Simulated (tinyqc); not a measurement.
# Worked calculation: crystallisation kinetics and data retention of a phase-change cell

Computed by the program tinyqc: `OMP_NUM_THREADS=1 python tinyqc.py 2490152 2490153 out.jsonl`, one thread of a shared Intel Xeon 2.30GHz, about 0.04 s for the whole run. Printed values are rounded.

Johnson-Mehl-Avrami-Kolmogorov law X = 1 - exp(-y^n), y = integral of k dt, k = (1/100 s) exp[-(Ec q/kB)(1/T - 1/T1)].

Values chosen for this exercise; values of the order of Ge-Sb-Te and related chalcogenides:
```
symbol,value,unit,meaning
Ec,3.12,eV,activation energy of crystallisation
T1,437,K,temperature at which the rate k is 1/(100 s)
n,3.5,,Avrami exponent
Xf,0.3,,crystalline share at which the state is lost
T,398,K,storage temperature
b,20,K/min,heating rate
Ta,411,K,start of the ramp table
dT,4,K,step of the table
m,10,,steps
```

Constants: q = 1.602176634e-19 C, kB = 1.380649e-23 J/K. Results are converted to the units shown.

Range of the model: One Arrhenius rate is assumed; incubation, growth from the boundary and the non-Arrhenius kinetics of the supercooled liquid are left out.

## Retention

At fixed T the state fails at t = (-ln(1 - Xf))^(1/n)/k; ten years are 3.15576e8 s.

k = 2.979418e-6 1/s
y at failure = 0.7448655
time to fail = 2.500037e5 s
the same in years = 0.007922139
temperature for ten years = 369.0328 K

The cell misses ten years at 398 K.

## A heating ramp

T rises at the rate b. Start with y = k (kB Ta^2/(q Ec))/b, the integral from cold to Ta to leading order; over each step k is taken as exponential in T, so y gains (dT/b)(k2 - k1)/ln(k2/k1). dX/dt = n y^(n - 1) k exp(-y^n), listed as 0 once y^n exceeds 23.

```
point  T (K)      k (1/s)            y             X   dX/dt (1/s)
0        411  5.293833e-5  7.409577e-4  1.107329e-11  2.768992e-12
1        415  1.237439e-4  0.001741641  2.204729e-10  5.482621e-11
2        419  2.846010e-4  0.004059260   4.261516e-9   1.045735e-9
3        423  6.443300e-4  0.009342123   7.880606e-8   1.902350e-8
4        427  0.001436586   0.02119908   1.387105e-6   3.289968e-7
5        431  0.003155668   0.04741357   2.320888e-5   5.406371e-6
6        435  0.006832282    0.1045291   3.691899e-4   8.444352e-5
7        439   0.01458569    0.2272125   0.005575693   0.001249243
8        443   0.03071426    0.4871110    0.07749946    0.01642270
9        447   0.06382122     1.030324     0.6705128    0.07930601
10       451    0.1309049     2.150898     0.9999995   1.427411e-6
```

Among the points the rate is largest at 447 K, where X = 0.671; the exact peak lies at 446.8 K.
